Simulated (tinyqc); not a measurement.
Inside a calculation: heavy doping: gap narrowing, degeneracy and the minority density. Values are carried at full precision from step to step, so a last printed digit may differ when a step is redone from the rounded ones.

Empirical narrowing (Slotboom form, constants chosen for the exercise; published fits of this form give the apparent narrowing, here it is taken as the true one): dEg = E0 [ln(N/N0) + sqrt(ln(N/N0)^2 + C)].

Constants: kB = 8.617333262e-05 eV/K; e^2/(4 pi eps0) = 14.39964547 eV angstrom.

Parameters, chosen for this exercise (gap and densities of states near those of InP at this temperature; narrowing constants of the size fitted for Si, not for this material; not measured data):
```
symbol  value     unit    meaning
N       2.3e+17   1/cm^3  ionised donors, equal to the majority density
E0      10.04     meV     narrowing scale
N0      1.5e+17   1/cm^3  onset density
C       0.5               smoothing constant
Nc      5.6e+17   1/cm^3  conduction-band density of states
Eg      1.35      eV      gap
Nv      1.25e+19  1/cm^3  valence-band density of states
T       300       K
eps     12.4              dielectric constant
Mv      1                 majority valleys
```

## Gap narrowing

Evaluate at N.

ln(N/N0) = 0.4274
dEg (empirical fit) = 12.59 meV

Well above N0 each decade of doping adds 2 E0 ln 10 = 46.2 meV.

## Degeneracy of the majority band

F_j(eta) = (1/Gamma(j + 1)) integral_0^infinity x^j dx/(1 + exp(x - eta)), which tends to exp(eta) for eta << 0.

Majority: N = Nc F_1/2(eta), eta the distance of EF beyond the majority band edge in kT. Degeneracy factor gam = F_1/2(eta)/exp(eta). ni0^2 = Nc Nv exp(-Eg/kT); product n p = ni0^2 gam exp(dEg/kT), dEg the true narrowing; apparent narrowing dEa = dEg + kT ln gam; minority density = n p/N.

Solve for eta and form gam.

N/Nc = 0.4107
eta = -0.7455
gam = 0.8656

## Product and minority density

Combine both effects.

ni0 = 1.21e+07 1/cm^3
exp(dEg/kT) = 1.63
dEa = 8.9 meV
sqrt(n p) = 1.44e+07 1/cm^3
minority density = 0.000898 1/cm^3

Narrowing multiplies the product by 1.63 and degeneracy by 0.866; together they change the minority density by a factor 1.41 against ni0^2/N.

## Two estimates of the size

Two physical estimates, e2 = e^2/(4 pi eps0), N in 1/angstrom^3: exchange shift at the Fermi level, Ex = (e2/eps) kF/pi with kF = (3 pi^2 N/Mv)^(1/3); screened-pair energy (Lanyon-Tuft), Es = (3/4)(e2/eps) qs with qs^2 = (4 pi e2 N/(eps kT)) F_-1/2(eta)/F_1/2(eta).

Evaluate both at N.

kF = 0.01895 1/angstrom
Ex = 7.01 meV
Es = 9.28 meV

Against the fitted dEg = 12.6 meV, Ex is 0.56 and Es 0.74 times as large; each keeps one mechanism only, and Ex assumes a strongly degenerate gas, while here eta is only -0.75.

## Checks

- Minority density against the Boltzmann occupation of the other band at the narrowed gap (1/cm^3): both 0.0008977.

Run: tinyqc, `OMP_NUM_THREADS=1 python tinyqc.py 1650468 1650469 out.jsonl`; Intel(R) Xeon(R) Processor @ 2.30GHz, one thread, shared host; about 0.01 s of CPU time with all checks.
